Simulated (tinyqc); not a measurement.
The scattering mechanism: Boltzmann transport in a parabolic band with a power-law relaxation time.

F_j(eta) = (1/Gamma(j + 1)) integral_0^infinity x^j dx/(1 + exp(x - eta)), which tends to exp(eta) for eta << 0.

tau = tau0 x^r with x = E/kT. With K_j = Gamma(j + 1) F_j(eta): <tau> = tau0 (r + 3/2) K_(r+1/2)/((3/2) K_(1/2)); mu = <tau>/(mc m0/e), m0/e = 5.685630e-12 kg/C; Hall factor rH = (3/2) K_(1/2) (2r + 3/2) K_(2r+1/2)/((r + 3/2) K_(r+1/2))^2; Seebeck S = -(kB/e) [(r + 5/2) K_(r+3/2)/((r + 3/2) K_(r+1/2)) - eta]; Lorenz number L = (kB/e)^2 [(r + 7/2) K_(r+5/2)/((r + 3/2) K_(r+1/2)) - ((r + 5/2) K_(r+3/2)/((r + 3/2) K_(r+1/2)))^2]; kB/e in V/K. Valley anisotropy is left out of rH.

Constants: kB = 8.617333262e-05 eV/K.
eta = -4.18778

Same eta for each exponent.

Results:
```
r                                     mechanism  <tau>/tau0     rH  S (microvolt/K)  L (1e-8 W ohm/K^2)
-0.5                           acoustic phonons       0.751  1.177           -533.9               1.488
0.0                  a constant relaxation time       1.000  1.000           -576.9               1.858
0.5   polar optical or piezoelectric scattering       1.507  1.104           -619.9               2.228
1.5                          ionised impurities       4.529  1.929           -705.9               2.969
```

What does the comparison show?

From r = -1/2 to 3/2 |S| grows by 172.0 microvolt/K, against 2 kB/e = 172.3 in the non-degenerate limit: scattering that favours fast electrons raises the mean energy carried. rH is 1 only for constant tau and reaches 1.929 for r = 3/2; L spans 1.488 to 2.969 against the metallic 2.443.

(tinyqc, `OMP_NUM_THREADS=1 python tinyqc.py 1680207 1680208 out.jsonl`, Intel(R) Xeon(R) Processor @ 2.30GHz, 1 thread, shared host, about 0.01 s.)
